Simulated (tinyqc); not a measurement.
Two ways to average the couplings: virtual-crystal alloy A(1-x)B(x) in sp3s* tight binding.

sp3s* tight binding, nearest neighbours only: anion (a) at 0, cation (c) at a/4 (1,1,1), orbitals s, px, py, pz, s* on each; k in units of 2 pi/a. With phases e_j = exp(i (pi/2) k.n_j) for n = (1,1,1), (1,-1,-1), (-1,1,-1), (-1,-1,1): g0 = (e1+e2+e3+e4)/4, g1 = (e1+e2-e3-e4)/4, g2 = (e1-e2+e3-e4)/4, g3 = (e1-e2-e3+e4)/4. The diagonal holds the levels Esa, Epa, Exa (s*) and Esc, Epc, Exc. Anion-cation block: <sa|sc> = Vss g0; <sa|xc> = Vsapc g1; <xa|sc> = -Vscpa g1; <xa|xc> = Vxx g0; <xa|yc> = <ya|xc> = Vxy g3, <xa|zc> = <za|xc> = Vxy g2, <ya|zc> = <za|yc> = Vxy g1; <s*a|xc> = Vxapc g1; <xa|s*c> = -Vpaxc g1; y and z take g2 and g3 in place of g1; s-s* and s*-s* vanish.

Virtual crystal: a(x) = (1 - x) aA + x aB (Vegard); the six levels are averaged linearly; the seven couplings follow Harrison's rule, V(x) a(x)^2 = (1 - x) V_A aA^2 + x V_B aB^2. No spin-orbit coupling and no disorder. Gaps are measured from the top of the valence band at Gamma; the Delta value is the minimum on (kx,0,0) for kx from 0.5 to 1.

Inputs chosen for the exercise (A near a published set for Si, B for Ge; such sets place X and L only to about 0.5 eV; the results hold for these values, not for the real material): aA = 5.434 angstrom (lattice constant of A); aB = 5.658 angstrom (of B); pA = (-4.19, 1.719, -4.19, 1.719, 6.697, 6.697, -8.32, 1.712, 4.583, 5.73, 5.73, 5.359, 5.359) eV (order Esa, Epa, Esc, Epc, Exa, Exc, Vss, Vxx, Vxy, Vsapc, Vscpa, Vxapc, Vpaxc); pB = (-5.875, 1.612, -5.875, 1.612, 6.37, 6.37, -6.789, 1.607, 4.89, 5.449, 5.449, 5.208, 5.208) eV (the same for B).

The gaps with the 1/a^2 rule and with a plain linear average of all thirteen parameters.

Gaps (eV):
```
x      Gamma   Delta       L  Gamma, linear  Delta, linear  L, linear
0.10  3.4019  1.1433  2.3242         3.4030         1.1436     2.3291
0.50  2.4867  0.9831  1.6063         2.5160         0.9842     1.6198
0.75  1.6909  0.8813  1.1748         1.7125         0.8822     1.1848
0.90  1.2201  0.8197  0.9229         1.2304         0.8202     0.9276
```

Give the missing row, x = 0.25.

Computed row:
```
x      Gamma   Delta       L  Gamma, linear  Delta, linear  L, linear
0.25  3.2972  1.0836  2.0513         3.3195         1.0844     2.0615
```

At x = 0.5 the two rules differ by -29.3 (Gamma), -1.1 (Delta) and -13.5 meV (L), with lattice constants 4.12 % apart: in terms of bowing, b = 4 times the sag at x = 0.5, the rule adds +0.117, +0.004 and +0.054 eV. The ends x = 0 and 1 are the same under both rules.

Computed by tinyqc, a small Python program: `OMP_NUM_THREADS=1 python tinyqc.py 1450241 1450242 out.jsonl` (the numbers bound the seed that draws the inputs); one thread of a shared host (Intel(R) Xeon(R) Processor @ 2.30GHz), about 0.05 s for the whole set of steps.
